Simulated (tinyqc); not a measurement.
X-ray photoelectron analysis of a thin oxide on a semiconductor: attenuation lengths, thickness, angle series and band offsets: one step, computed by the program tinyqc.

The same element is seen in the oxide and in the substrate, at nearly the same kinetic energy; films are flat and uniform, and the work function is ignored.

Question. Band offsets by core levels. Valence band offset = (E_core - E_v)(substrate) - (E_core - E_v)(oxide) + (core level separation at the interface, oxide less substrate). The separation is made here from the given offset; a uniform field F that raises the binding energy towards the surface shifts the oxide peak by e F <z>, <z> = d/(1 - exp(-x)) - d/x, x = d/(L_o cos theta), being the mean distance from the interface. Conduction band offset = oxide gap - substrate gap - valence band offset.

Inputs (values chosen for the exercise, modelled on SiO2 on silicon):
```
quantity,value,unit
oxide gap,8.76,eV
substrate gap,1.12,eV
oxide thickness d,2.4,nm
valence band offset used to make the data,4.53,eV
"core level less valence band top, substrate",98.9,eV
"core level less valence band top, thick oxide",98.44,eV
field in the oxide,1.2,MV/cm
```

d/(L_o cos theta) = 0.5359186

Give: separation without field; <z>; separation with field; apparent valence band offset; true conduction band offset; apparent conduction band offset.

Answer.

separation without field = 4.07 eV

<z> = 1.3067 nm

separation with field = 4.2268 eV

apparent valence band offset = 4.6868 eV

true conduction band offset = 3.11 eV

apparent conduction band offset = 2.9532 eV

The field biases both offsets by 0.16 eV, in opposite directions.
